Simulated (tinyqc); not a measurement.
Inside a calculation. Model: finite-difference solution of the diffusion equation on a small grid. Computed by tinyqc, a small Python program that keeps every step. Command: `OMP_NUM_THREADS=1 python tinyqc.py 3006505 3006506 out.jsonl fdiff walk`. One thread of a shared host (Intel(R) Xeon(R) Processor @ 2.30GHz), about 0.01 s of CPU time with the checks. Intermediate numbers are printed to about 6 digits and carried at full precision; extremes and crossings named in words are read from the listed rows.

dC/dt = D d2C/dx2 on nodes x_j = j dx, j = 0..11; the far end is sealed.

Inputs (values chosen for the exercise): diffusivity D = 0.28 nm^2/s; grid spacing dx = 10 nm; time step dt = 39 s; final time t_f = 780 s; surface value C_s = 63 % of a reference.

Boundary at x = 0: fixed surface value. Scheme: explicit.

start values C_j, j = 0, 1, ... (% of a reference): [0, 0, 0, 0, 0, 0, 0, 0, 0, 0, 0, 0]

## Mesh ratio and operator

The operator M acts as (M C)_j = C_(j-1) - 2 C_j + C_(j+1); at the sealed far end a mirror node gives 2 C_(N-2) - 2 C_(N-1); at j = 0, C_0 is held at C_s from the start (row of zeros). r = D dt/dx^2.

mesh ratio r = 0.1092

operator M, rows 0, 1, 2, 3, 4, 5, 6, 7, 8, 9, 10, 11:
```
[[0, 0, 0, 0, 0, 0, 0, 0, 0, 0, 0, 0],
 [1, -2, 1, 0, 0, 0, 0, 0, 0, 0, 0, 0],
 [0, 1, -2, 1, 0, 0, 0, 0, 0, 0, 0, 0],
 [0, 0, 1, -2, 1, 0, 0, 0, 0, 0, 0, 0],
 [0, 0, 0, 1, -2, 1, 0, 0, 0, 0, 0, 0],
 [0, 0, 0, 0, 1, -2, 1, 0, 0, 0, 0, 0],
 [0, 0, 0, 0, 0, 1, -2, 1, 0, 0, 0, 0],
 [0, 0, 0, 0, 0, 0, 1, -2, 1, 0, 0, 0],
 [0, 0, 0, 0, 0, 0, 0, 1, -2, 1, 0, 0],
 [0, 0, 0, 0, 0, 0, 0, 0, 1, -2, 1, 0],
 [0, 0, 0, 0, 0, 0, 0, 0, 0, 1, -2, 1],
 [0, 0, 0, 0, 0, 0, 0, 0, 0, 0, 2, -2]]
```

## Amplification factors

The mode of M with eigenvalue mu has its amplitude multiplied per step by g = (1 + (1 - theta) r mu)/(1 - theta r mu), with theta = 0 explicit, 1 implicit, 1/2 Crank-Nicolson; the explicit scheme is stable for r up to 2/|mu_min|.

eigenvalues mu of M: [-3.97964, -3.81926, -3.51150, -3.08128, -2.56347, -2.00000, -1.43653, -0.91872, -0.48850, -0.18074, -0.02036, 0.00000]

factors g: [0.56542, 0.58294, 0.61654, 0.66352, 0.72007, 0.78160, 0.84313, 0.89968, 0.94666, 0.98026, 0.99778, 1.00000]

largest stable r of the explicit scheme = 0.502558

The smallest factor is 0.565: no mode changes sign, and all decay but one with mu = 0 where there is such a mode.

## Time step 1

C at the start (%): [63, 0, 0, 0, 0, 0, 0, 0, 0, 0, 0, 0]

With r = D dt/dx^2: (1 - theta r M) C(new) = (1 + (1 - theta) r M) C(old); theta = 0 explicit, 1 implicit, 1/2 Crank-Nicolson.

C after step 1 (%): [63.0000, 6.8796, 0.0000, 0.0000, 0.0000, 0.0000, 0.0000, 0.0000, 0.0000, 0.0000, 0.0000, 0.0000]

## Time step 2

The formulas are those given above.

C after step 2 (%): [63.0000, 12.2567, 0.7513, 0.0000, 0.0000, 0.0000, 0.0000, 0.0000, 0.0000, 0.0000, 0.0000, 0.0000]

## All steps

The run takes n = round(t_f/dt) steps of length t_f/n. The dose is the trapezoidal sum of C dx; the error is the largest difference from exp(M D t/dx^2) C(0), the exact time evolution on the same grid.

Course of the run:
```
step  t (s)      C_1          C_6  dose (% nm)  largest error
1        39   6.8796            0       383.80        0.68779
2        78  12.2567            0       445.08        1.02939
3       117  16.5415            0       500.49        1.17057
4       156  20.0187            0       551.22        1.19870
5       195  22.8888            0       598.16        1.16575
6       234  25.2949  1.06826e-04       641.96        1.10225
7       273  27.3405  6.07796e-04       683.13        1.02586
...     ...      ...          ...          ...            ...
14      546  36.0966  6.97165e-02       922.59        0.57051
15      585  36.8954  9.79147e-02       951.96        0.52771
16      624  37.6278  1.32538e-01       980.47        0.48945
17      663  38.3023  1.73948e-01      1008.18        0.45520
18      702  38.9260  2.22400e-01      1035.15        0.42447
19      741  39.5051  2.78046e-01      1061.44        0.39685
20      780  40.0445  3.40945e-01      1087.09        0.37194
```

C at the end (%): [63.0000, 40.0445, 21.7051, 9.9416, 3.8346, 1.2453, 0.3409, 0.0788, 0.0154, 0.0025, 0.0004, 0.0001]

largest error at t_f = 0.371939 %

final dose = 1087.09 % nm

final C_6 = 0.340945 %

The time-step error at the end is 0.37 on a scale of 63.0. The dose grows as material enters from the surface.

## The three schemes as the step is halved

Each run reaches t_f in n equal steps; errors are the largest difference from exp(M D t_f/dx^2) C(0). A dash marks unstable explicit runs.

Largest error at t_f (%):
```
steps n         r  explicit  implicit  Crank-Nicolson
4        0.546000         -   1.94663     1.72039e-01
8        0.273000  0.955589   0.96391     4.41172e-02
16       0.136500  0.466714   0.47732     1.10911e-02
32       0.068250  0.233658   0.23719     2.77649e-03
64       0.034125  0.117305   0.11819     6.94352e-04
128      0.017063  0.058768   0.05899     1.73602e-04
256      0.008531  0.029412   0.02947     4.34015e-05
```

From the last two rows, halving the step divides the error by 2.00 (explicit), 2.00 (implicit), 4.00 (Crank-Nicolson): a factor 2 marks first order in dt and 4 second order. The explicit scheme needs n of at least 5 to be stable; the other two are stable at any step.

Checks made by the program: matrix exponential against 4096 Crank-Nicolson steps (relative difference 3e-09).
